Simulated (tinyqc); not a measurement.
What moves the results: optical transitions of a finite quantum well. A value that a table varies takes the place of the one given here.

Each carrier sees a square well of width L with its own depth V and masses m (inside), mb (outside); c = hbar^2/2m0, k = sqrt(m E/c), kappa = sqrt(mb (V - E)/c), and level n solves k L + 2 atan[(k/m)/(kappa/mb)] = n pi. The envelope is cos(kz) for odd n and sin(kz) for even n inside, joins exp(-kappa (|z| - L/2)) outside, and is normalised to 1. Excitons and band mixing are left out.

Constants: hbar^2/2m0 = 3.80998211 eV angstrom^2; e^2/(4 pi eps0) = 14.39964547 eV angstrom; hc = 1239.841984 eV nm.

Parameters, chosen for this exercise (near those of an InGaAs well in InP; shifted at random, so the results belong to these values and not to a real crystal):
- L = 85 angstrom (well width)
- Vc = 0.253 eV (conduction offset)
- me = 0.042 m0 (electron, well)
- meb = 0.0816 m0 (electron, barrier)
- eps = 11.8 (background dielectric constant)
- Nss = (0.18, 0.45, 0.9, 1.8, 2.7, 3.6, 5.4) x 1e12/cm^2 (sheet densities)
- Eg = 0.797 eV (gap of the well)
- Vv = 0.371 eV (valence offset)
- mh = 0.391 m0 (heavy hole along z, well)
- mhb = 0.533 m0 (heavy hole, barrier)
- ml = 0.0525 m0 (light hole along z, well)
- mlb = 0.1162 m0 (light hole, barrier)
- Ls = (35, 52, 65, 78, 107, 143, 185) angstrom (widths)

## Depolarisation shift

The collective line lies at E12 sqrt(1 + a), a = 8 pi q (n1 - n2) S/(eps E12), q = e^2/(4 pi eps0), S = integral over z of (integral up to z of psi_1 psi_2)^2. Zero temperature with the mass me in both subbands: n1 - n2 = Ns until Ns reaches D E12, D = me/(2 pi c), and D E12 beyond. 1e12/cm^2 = 1e-4/angstrom^2; exchange and the static band bending by the charge are left out.

Line position:

| Ns (1e12/cm^2) | n1 - n2 | a | line (meV) | shift (meV) |
|---|---|---|---|---|
| 0.18 | 0.180 | 0.0277 | 145.97 | 1.98 |
| 0.45 | 0.450 | 0.0692 | 148.89 | 4.90 |
| 0.90 | 0.900 | 0.1383 | 153.63 | 9.64 |
| 1.8 | 1.800 | 0.2767 | 162.70 | 18.70 |
| 2.7 | 2.526 | 0.3883 | 169.66 | 25.67 |
| 3.6 | 2.526 | 0.3883 | 169.66 | 25.67 |
| 5.4 | 2.526 | 0.3883 | 169.66 | 25.67 |

S = 7.216 angstrom
E12 = 143.99 meV

The upward shift grows from 1.98 to 25.67 meV, 17.8 % of E12 at most. It stops moving once e2 starts to fill, at Ns = 2.53 e12/cm^2. For small a the shift is a E12/2, linear in Ns; in the last row that rule gives 27.96 meV. S/L = 0.0849, against 5/(9 pi^2) = 0.0563 for hard walls.

## Width of the well

Edge wavelength hc/(Eg + e1 + hh1), squared e1-hh1 overlap, lh1 - hh1, and the 1-2 intersubband energy with f_12 = (m1/c) E12 z_12^2, 1/m1 = <1|1/m|1> (dash: e2 unbound).

Results:

| L (angstrom) | edge (nm) | overlap^2 | lh1 - hh1 (meV) | E12 (meV) | f_12 |
|---|---|---|---|---|---|
| 35 | 1288.7 | 0.8026 | 86.6 | - | - |
| 52 | 1370.3 | 0.8670 | 61.5 | - | - |
| 65 | 1409.8 | 0.8952 | 48.5 | 179.7 | 0.688 |
| 78 | 1437.9 | 0.9146 | 39.2 | 157.6 | 0.943 |
| 107 | 1477.3 | 0.9415 | 26.0 | 108.3 | 0.974 |
| 143 | 1503.7 | 0.9599 | 17.1 | 71.7 | 0.968 |
| 185 | 1520.6 | 0.9721 | 11.5 | 48.2 | 0.964 |

The edge tunes from 1289 to 1521 nm, towards hc/Eg = 1556 nm, while the overlap goes from 0.803 to 0.972. e2 binds at L = pi sqrt(c/(me Vc)) = 59.5 angstrom; f_12 starts from zero there and is 0.688 at 65 angstrom, the rest going to the continuum; among the widths listed it peaks at 0.974 (107 angstrom) and is 0.964 in the widest well, against 0.961 for hard walls.

## What each parameter does

Edge wavelength hc/(Eg + e1 + hh1), squared overlap of e1 and hh1, and the confinement energies. Each row changes one parameter from the base and keeps the others.

Results:

| case | edge (nm) | overlap^2 | e1 (meV) | hh1 (meV) |
|---|---|---|---|---|
| base | 1449.7 | 0.9227 | 48.0 | 10.2 |
| L = 93 angstrom | 1461.2 | 0.9305 | 42.8 | 8.7 |
| Eg = 0.813 eV | 1423.1 | 0.9227 | 48.0 | 10.2 |
| Vc = 0.291 eV | 1445.5 | 0.9329 | 50.5 | 10.2 |
| Vv = 0.445 eV | 1449.4 | 0.9172 | 48.0 | 10.4 |
| me = 0.0462 m0 | 1452.4 | 0.9302 | 46.4 | 10.2 |
| mh = 0.332 m0 | 1447.5 | 0.9301 | 48.0 | 11.5 |
| meb = 0.0979 m0 | 1454.1 | 0.9221 | 45.4 | 10.2 |

The largest shifts from the base row, up to three for each result and ties (the steps differ in size, so this ranks the rows, not the parameters). edge (nm): Eg -26.6, L +11.5, meb +4.4. overlap^2: Vc +0.0102, L +0.0078, me +0.0075, mh +0.0075; unchanged at the printed digits by Eg. e1 (meV): L -5.2, meb -2.6, Vc +2.5; unchanged at the printed digits by Eg, Vv and mh. hh1 (meV): L -1.5, mh +1.3, Vv +0.2; unchanged at the printed digits by Eg, Vc, me and meb.

(tinyqc, `OMP_NUM_THREADS=1 python tinyqc.py 1251695 1251696 out.jsonl`, Intel(R) Xeon(R) Processor @ 2.30GHz, 1 thread, shared host, about 0.05 s.)
